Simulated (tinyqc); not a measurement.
Energy conservation against the time step: molecular dynamics of a small cluster by velocity Verlet steps. Computed by tinyqc, a small Python program. Command: `OMP_NUM_THREADS=1 python tinyqc.py 3028880 3028881 out.jsonl verlet walk`. One thread of a shared host (Intel(R) Xeon(R) Processor @ 2.30GHz), about 0.1 s of CPU time with the checks.

E = sum_i {sum_j A exp(-p (r_ij/r0 - 1)) - xi sqrt(rho_i)}, rho_i = sum_j exp(-2 q (r_ij/r0 - 1)); the force on i is -sum_j w_ij (R_i - R_j)/r_ij with w_ij = -(2p/r0) A exp(-p (r_ij/r0 - 1)) + (xi q/r0) exp(-2 q (r_ij/r0 - 1)) (rho_i^(-1/2) + rho_j^(-1/2)).

Inputs (values chosen for the exercise, for model atoms):
```
quantity       value      unit
length r0       2.31  angstrom
repulsion A     0.13        eV
hopping xi      1.42        eV
decay p         10.6         -
decay q         3.37         -
atomic mass M     22         u
time step dt     1.8        fs
steps            200         -
```

Potential: Gupta.

starting positions (angstrom):
```
           x     y      z
atom 1  0.01  0.06  -0.04
atom 2  2.18  0.03   0.04
atom 3  1.07  1.83      0
atom 4  1.09   0.6   1.75
atom 5  1.08  0.62  -1.77
```

starting velocities (angstrom/fs):
```
               x         y         z
atom 1   0.00245  -0.00018   0.00042
atom 2   0.00038    0.0012   0.00047
atom 3  -0.00117    0.0018    0.0001
atom 4   -0.0032  -0.00321  -0.00075
atom 5   0.00154   0.00039  -0.00024
```

Constants: 1 eV/(angstrom u) = 9.648533212e-03 angstrom/fs^2; k_B = 8.617333262e-05 eV/K.

Method:
- Relax the cluster, diagonalise the Hessian (central differences): omega_max = sqrt(c lambda_max/M). Verlet steps are stable for omega_max dt < 2.
- Velocity Verlet: a = c F/M with c = 9.648533212e-3 angstrom/fs^2 per eV/(angstrom u); R(new) = R + v dt + a dt^2/2; v(new) = v + (a + a(new)) dt/2. Kinetic energy K = M v^2/(2c); temperature T = 2K/((3N - 3) k_B), rotation of the cluster included.
- Runs without thermostat over the same span of time, steps x dt; spread = largest minus smallest value. For contrast, the energy gained over the first 30 dt (dt of the inputs) by explicit Euler steps: R(new) = R + v dt, v(new) = v + a dt.

omega_max dt = 0.229069

Energy error (eV):
```
dt (fs)  omega_max dt  Verlet, spread of U + K  Euler, gain in U + K
0.225         0.02863               4.2294e-06               0.00547
0.450         0.05727               1.6930e-05               0.01142
0.900         0.11453               6.7950e-05               0.02496
1.800         0.22907               2.7490e-04               0.06046
3.600         0.45814               1.1109e-03               0.18534
5.400         0.68721               2.1172e-03               0.43605
```

What does the comparison show, and why?

The Verlet error grows as dt^2.00 between the first rows, the second order of the method. Euler steps gain energy steadily: over that short span the gain in the first row is already 1300 times the Verlet spread of the whole run, and it grows as dt^1.06, tending to the first order of that method as dt shrinks.

Extremes, crossings and ranges named in words are read from the listed rows.
